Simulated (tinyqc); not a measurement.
Yield per ion against the flux ratio: ion-assisted plasma etching: sheath, surface coverage, synergy and aspect-ratio dependence. Computed by tinyqc, a small Python program. Command: `OMP_NUM_THREADS=1 python tinyqc.py 3006485 3006486 out.jsonl etch walk`. One thread of a shared host (Intel(R) Xeon(R) Processor @ 2.30GHz), about 0.07 s of CPU time with the checks.

Radicals adsorb on bare sites; ions remove covered sites with a high yield and bare sites by sputtering; a slow spontaneous reaction acts everywhere, walls included.

Inputs (values chosen for the exercise, close to those used for silicon dioxide in a fluorocarbon plasma): plasma density n_e = 2.6e+10 1/cm^3; electron temperature T_e = 3.1 eV; ion mass M_i = 69 u; sheath voltage V = 67 V; radical density n = 4e+13 1/cm^3; radical mass M_n = 19 u; gas temperature T_g = 350 K; sticking coefficient s = 0.51; radicals per removed unit x = 3; yield slope b = 0.33 eV^(-1/2); threshold E_th = 19 eV; sputter slope b_p = 0.017 eV^(-1/2); sputter threshold E_p = 32 eV; spontaneous reaction probability k_c = 2.6e-05; solid density N = 2.2e+22 1/cm^3; ion temperature T_i = 0.8 eV.

Feature: long trench.

Constants: e = 1.602176634e-19 C; u = 1.6605390666e-27 kg; k_B = 1.380649e-23 J/K; eps_0 = 8.8541878128e-12 F/m.

Method:
- Bohm speed u_B = sqrt(e T_e/M_i); ion flux G_i = 0.61 n_e u_B; radical flux G_n = n c/4 with c = sqrt(8 k_B T_g/(pi M_n)).
- Debye length lambda_D = sqrt(eps_0 T_e/(e n_s)) with n_s = 0.61 n_e, T_e in volts; Child-law sheath d = (sqrt2/3) lambda_D (2 V/T_e)^(3/4); ion energy E = V + T_e/2; angular spread = arctan(sqrt(T_i/E)).
- Yields: Y = b (sqrt(E) - sqrt(E_th)) on covered sites, Y_p = b_p (sqrt(E) - sqrt(E_p)) on bare ones (zero below threshold).
- Steady coverage: s G_n (1 - theta) = x Y G_i theta; removal flux = Y G_i theta + Y_p G_i (1 - theta) + k_c G_n; rate = flux/N, 1 cm/s = 6e8 nm/min.
- The ion flux is fixed and the radical flux set by the ratio; the removal per ion is the removal flux over G_i.

yield Y = 1.29380

sputter yield Y_p = 0.0445849

ion flux G_i = 3.30210e+15 1/(cm^2 s)

Open field:
```
G_n/G_i    theta  rate (nm/min)  removal per ion
0.3      0.03792           8.28           0.0920
1        0.11614          17.08           0.1897
3        0.28274          35.83           0.3979
10       0.56784          67.92           0.7542
30       0.79765          93.82           1.0418
100      0.92928         108.79           1.2080
300      0.97526         114.43           1.2707
1000     0.99245         118.01           1.3104
3000     0.99747         123.26           1.3686
```

What does the comparison show, and why?

Coverage reaches one half at G_n/G_i = x Y/s = 7.61. Below that the ion-assisted part follows the radical flux, on top of the sputter floor Y_p = 0.0446; above it the ion-assisted part saturates at Y = 1.29 per ion, and the further rise to 1.37 comes from the spontaneous reaction, which costs anisotropy.
